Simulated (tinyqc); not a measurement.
# Changing the temperature T

Model: Debye-Callaway model of lattice thermal conductivity. Computed by tinyqc, a small Python program. Command: `OMP_NUM_THREADS=1 python tinyqc.py 3027451 3027452 out.jsonl callaway sweep`. One thread of a shared host (Intel(R) Xeon(R) Processor @ 2.30GHz), about 0.02 s of CPU time with the checks.

Three acoustic branches with one velocity v, cut at omega_D = k_B Theta/hbar; x = hbar omega/(k_B T). v and Theta are separate inputs: Theta cuts off the heat-carrying modes, so C need not reach 3 k_B/V. gamma is an effective value that sets the umklapp rate.

Inputs (values chosen for the exercise, for a model crystal): sound velocity v = 8650 m/s; Debye temperature Theta = 596 K; volume per atom V = 33.2 angstrom^3; mean atomic mass M = 118 u; effective Grueneisen parameter gamma = 2.09; umklapp exponent divisor b = 2.5; vacancy fraction n_v = 0.00076; Casimir length L = 1900 micrometre.

Sample: crystal. Point defects: vacancies. Normal processes: left out.

Constants: k_B = 1.380649e-23 J/K; hbar = 1.054571817e-34 J s; u = 1.6605390666e-27 kg.

Method:
- A vacancy counts as a mass defect Delta M/M = -3 (the missing mass and twice its bonds), so Gamma = 9 n_v. A = V Gamma/(4 pi v^3).
- Rates: point defects A omega^4; umklapp B omega^2 T exp(-Theta/(b T)) with B = hbar gamma^2/(M v^2 Theta). Boundaries: v/L.
- kappa_1 = c int tau_C g dx, g = x^4 e^x/(e^x - 1)^2, c = (k_B/(2 pi^2 v)) (k_B T/hbar)^3, over 0 < x < min(Theta/T, 40), by 96 Gauss-Legendre points in s with x = x_max s^2; tau_C = tau_R, the inverse of the summed rates, and kappa = kappa_1.
- Heat capacity C = 3 c int g dx / v^2; grey free path 3 kappa/(C v); the median free path v tau_C halves kappa_1 when the quadrature points are ordered by free path (each counted at half its weight, interpolated in the logarithm); likewise at 10 % and 90 %.

One run for each value:
```
temperature T (K)  kappa (W/(m K))  heat capacity C (J/(m^3 K))  grey free path (nm)  median free path (nm)
9.9                         251.72                   1.8337e+02           4.7611e+05             1.0936e+06
16.0                        407.60                   7.7406e+02           1.8262e+05             7.7098e+05
24.0                        531.78                   2.6125e+03           7.0598e+04             5.7255e+05
38.0                        644.85                   1.0365e+04           2.1577e+04             4.1886e+05
60.0                        697.37                   3.9668e+04           6.0972e+03             2.9328e+05
94.0                        614.94                   1.2182e+05           1.7508e+03             1.3996e+05
150.0                       428.76                   2.6032e+05           5.7123e+02             3.5509e+04
230.0                       288.47                   3.7520e+05           2.6665e+02             8.7110e+03
360.0                       192.71                   4.4940e+05           1.4872e+02             2.3448e+03
570.0                       130.25                   4.8641e+05           9.2873e+01             7.7052e+02
890.0                        90.19                   5.0208e+05           6.2301e+01             3.1569e+02
```

Over the rows, kappa (W/(m K)) goes from 252 through a maximum among these rows, 697 at 60.0, to 90.2; heat capacity C (J/(m^3 K)) rises from 183 to 502000 (exponent d ln y / d ln x 3.0 between the first rows and 0.071 between the last); grey free path (nm) falls from 476000 to 62.3 (exponent d ln y / d ln x -2.0 between the first rows and -0.90 between the last). At the low end the exponent of heat capacity C is 3.00, close to 3: the Debye T^3 law.

Extremes, crossings and ranges named in words are read from the listed rows.
